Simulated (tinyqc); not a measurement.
Reflectance across the plasma edge: free-carrier optics of a doped semiconductor (Drude model with one polar phonon).

eps(E) = ei [1 - Ep^2/(E^2 + i E Gam)] + (es - ei) wT^2/(wT^2 - E^2 - i E gT), with Ep^2 = 8 pi c (e^2/(4 pi eps0)) N/(m ei), c = hbar^2/2m0, N in 1/angstrom^3 (1e-24 per 1/cm^3); Gam = hbar/tau, tau = mu m m0/e with m0/e = 5.685630e-12 kg/C and mu in m^2/(V s). Energies in meV.

n + i k = sqrt(eps1 + i eps2) with k >= 0; R = ((n - 1)^2 + k^2)/((n + 1)^2 + k^2) at normal incidence from vacuum; alpha = 2 E k/(hbar c), times 1e8 for 1/cm; loss function Im(-1/eps) = eps2/(eps1^2 + eps2^2).

Constants: hbar^2/2m0 = 3.80998211 eV angstrom^2; e^2/(4 pi eps0) = 14.39964547 eV angstrom; hbar = 6.58211957e-16 eV s; hbar c = 1973.269805 eV angstrom.

Values chosen for the exercise (mass and dielectric values near those of InAs; N and mu are free inputs; interband absorption and the rise of the mass with filling are left out; not measured data): N = 1.3e+17 1/cm^3 (carrier density); m = 0.0249 m0 (conductivity mass); mu = 6100 cm^2/(V s) (mobility); ei = 12.39 (high-frequency dielectric constant); wT = 27 meV (TO phonon); es = 15.42 (static dielectric constant); gT = 0.7 meV (phonon damping).

Spectrum:
```
E (meV)    eps1    eps2      R  alpha (1/cm)
2.4      -97.30  358.05  0.882      3.72e+03
7.2      -49.83   69.34  0.822      6.00e+03
12.1     -19.02   22.23  0.740      6.03e+03
16.9      -3.58    9.58  0.510      4.50e+03
24.1      15.84    5.24  0.374      1.59e+03
26.5      58.68   41.39  0.637      6.88e+03
30.1      -7.38    3.36  0.766      8.49e+03
36.2       3.34    1.27  0.103      1.26e+03
48.2       7.98    0.51  0.228           438
72.3      10.54    0.15  0.280           168
120.5     11.74    0.03  0.300          57.4
```

Give the missing row, E (meV) = 20.5.

Computed row:
```
E (meV)  eps1  eps2      R  alpha (1/cm)
20.5     4.48  5.93  0.267      2.52e+03
```

Ep = 24.1 meV and Gam = 7.6 meV. R is 0.882 at the lowest energy and lowest, 0.103, at 36.2 meV of those listed; without damping and phonon it would vanish at Ep sqrt(ei/(ei - 1)) = 25.1 meV. At the highest energy R is 0.300, against 0.311 for ei alone. Between the last two rows alpha goes as E^-2.11, where the Drude limit far above Ep and Gam is E^-2. The phonon adds its own band of high reflectance between wT = 27 meV and about wL = 30.1 meV, which the rows may miss.

tinyqc: `OMP_NUM_THREADS=1 python tinyqc.py 1680481 1680482 out.jsonl`; about 0.01 s, one thread, shared Intel(R) Xeon(R) Processor @ 2.30GHz.
